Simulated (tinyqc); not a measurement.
Comparisons within one model: tunnelling through a thin dielectric with one trap, as a tight-binding chain. A value that a table varies takes the place of the one given here.

Hopping -t everywhere, t = c/(m a^2), c = hbar^2/2m0; lead sites at 2t (band bottom 0), barrier sites 1 to N at 2t + phi, and site j has U besides. No voltage. Leads give S = -t exp(ika) on sites 1 and N, cos(ka) = 1 - E/(2t). T = (2 t sin(ka))^2 |G_1N|^2, G = (E - H - S)^-1. In the barrier cosh(q a) = 1 + (phi - E)/(2t).

Resonance: the lowest eigenvalue of H + S(E), iterated until its real part equals E (40 rounds from Eb = phi + 2t - sqrt(4t^2 + U^2), the level in an endless barrier). With v the normalised squared amplitudes of that state, Gamma_L = 2 t sin(ka) v_1, Gamma_R = 2 t sin(ka) v_N; Breit-Wigner T = Gamma_L Gamma_R/((E - Er)^2 + (Gamma_L + Gamma_R)^2/4).

Constants: hbar^2/2m0 = 3.80998211 eV angstrom^2.

Values chosen for the exercise (barrier and mass of the size used for SiO2 on silicon; shifted at random, so the results belong to these values and not to a real crystal): a = 3 angstrom (site spacing); m = 0.42 m0 (mass, the same in leads and barrier); phi = 3.08 eV (conduction edge of the barrier above that of the leads); N = 11 (barrier sites); j = 9 (site of the trap); U = -2.57 eV (extra energy on the trap site); E = 1.44 eV (electron energy).

## Transmission around the level

Er = 1.83508 eV

widths (meV): left 4.9596e-05, right 16.857

Energies Er + x (Gamma_L + Gamma_R).

T:

| x | E (eV) | chain | Breit-Wigner | no trap |
|---|---|---|---|---|
| -8.0 | 1.7002 | 1.95e-08 | 4.58e-08 | 7.31e-11 |
| -3.0 | 1.7845 | 2.31e-07 | 3.18e-07 | 1.37e-10 |
| -1.0 | 1.8182 | 2.12e-06 | 2.35e-06 | 1.76e-10 |
| -0.5 | 1.8267 | 5.58e-06 | 5.88e-06 | 1.88e-10 |
| 0.0 | 1.8351 | 1.18e-05 | 1.18e-05 | 2.01e-10 |
| 0.5 | 1.8435 | 6.25e-06 | 5.88e-06 | 2.14e-10 |
| 1.0 | 1.8519 | 2.65e-06 | 2.35e-06 | 2.29e-10 |
| 3.0 | 1.8857 | 4.47e-07 | 3.18e-07 | 2.97e-10 |
| 8.0 | 1.9699 | 1.14e-07 | 4.58e-08 | 5.83e-10 |

What does this show, and why?

At Er the chain gives 1.18e-05, 5.86e+04 times the value without trap, and Breit-Wigner 1.18e-05. In the wings the single pole gives 2.35 times the chain value at x = -8 and 0.402 times at x = 8, because the widths and the level shift change with energy.

## Where a trap does most harm

The trap is moved through the barrier. The area under the resonance, 2 pi Gamma_L Gamma_R/(Gamma_L + Gamma_R), sets the current through it.

Against position:

| j | Er (eV) | Gamma_L (meV) | Gamma_R (meV) | peak | area (meV) |
|---|---|---|---|---|---|
| 3 | 1.8351 | 16.9 | 4.96e-05 | 1.18e-05 | 0.000312 |
| 4 | 1.8302 | 1.98 | 0.000401 | 0.000811 | 0.00252 |
| 5 | 1.8297 | 0.235 | 0.00335 | 0.0553 | 0.0207 |
| 6 | 1.8296 | 0.0281 | 0.0281 | 1.00 | 0.0881 |
| 7 | 1.8297 | 0.00335 | 0.235 | 0.0553 | 0.0207 |
| 8 | 1.8302 | 0.000401 | 1.98 | 0.000811 | 0.00252 |
| 9 | 1.8351 | 4.96e-05 | 16.9 | 1.18e-05 | 0.000312 |

What can be read from the table?

The area is largest at j = 6 (0.0881 meV) and 283 times smaller at j = 3: the slower of the two steps limits the current, so traps in the middle carry most. Each site towards a lead multiplies its width by about 8.39, close to exp(2 q a) = 8.38 at Eb.

## Direct against trap-assisted paths

N odd, the trap in the middle, j = (N + 1)/2. Direct T is that without trap at the energy Er; area = 2 pi Gamma_L Gamma_R/(Gamma_L + Gamma_R). The exponents are the slopes of the logarithms between the last two rows, per angstrom.

Against thickness:

| N | N a (angstrom) | Er (eV) | direct T | area (meV) |
|---|---|---|---|---|
| 5 | 15.0 | 1.8405 | 6.90e-05 | 53.8 |
| 7 | 21.0 | 1.8309 | 9.56e-07 | 6.23 |
| 9 | 27.0 | 1.8297 | 1.35e-08 | 0.739 |
| 11 | 33.0 | 1.8296 | 1.92e-10 | 0.0881 |
| 13 | 39.0 | 1.8296 | 2.74e-12 | 0.0105 |
| 15 | 45.0 | 1.8296 | 3.90e-14 | 0.00125 |
| 17 | 51.0 | 1.8296 | 5.55e-16 | 0.000150 |

exponents (1/angstrom): direct 0.7087, through the trap 0.3543

How do the results move?

The direct path falls as exp(-0.709 d) and the path through a central trap as exp(-0.354 d), 2.00 times more slowly, since each step crosses half the layer. From 5 to 17 sites the first loses 11.1 decades and the second 5.6: in thicker layers even few traps rule the leakage. Inelastic capture with phonons is left out.

## What each parameter does

Resonance and log10 T at E. Each row changes one parameter from the base and keeps the others.

Results:

| case | Er (eV) | Gamma_L (meV) | Gamma_R (meV) | log10 T |
|---|---|---|---|---|
| base | 1.8351 | 4.960e-05 | 16.86 | -9.324 |
| m = 0.386 m0 | 1.9021 | 0.0001469 | 22.64 | -9.017 |
| phi = 3.18 eV | 1.9354 | 4.830e-05 | 16.40 | -9.784 |
| N = 12 | 1.8302 | 4.789e-05 | 1.978 | -10.365 |
| j = 8 | 1.8302 | 0.0004012 | 1.978 | -9.321 |
| U = -2.493 eV | 1.8961 | 6.976e-05 | 17.76 | -9.453 |

What can be read from the table?

The largest shifts from the base row, up to three for each result and ties (the steps differ in size, so this ranks the rows, not the parameters). Er (eV): phi +0.1003, m +0.0670, U +0.0610. Gamma_L (meV): j +0.000352, m +9.73e-05, U +2.02e-05. Gamma_R (meV): N -14.9, j -14.9, m +5.78. log10 T: N -1.041, phi -0.460, m +0.307.

Computed by tinyqc, a small Python program: `OMP_NUM_THREADS=1 python tinyqc.py 1481177 1481178 out.jsonl` (the numbers bound the seed that draws the inputs); one thread of a shared host (Intel(R) Xeon(R) Processor @ 2.30GHz), about 0.06 s for the whole set of steps.
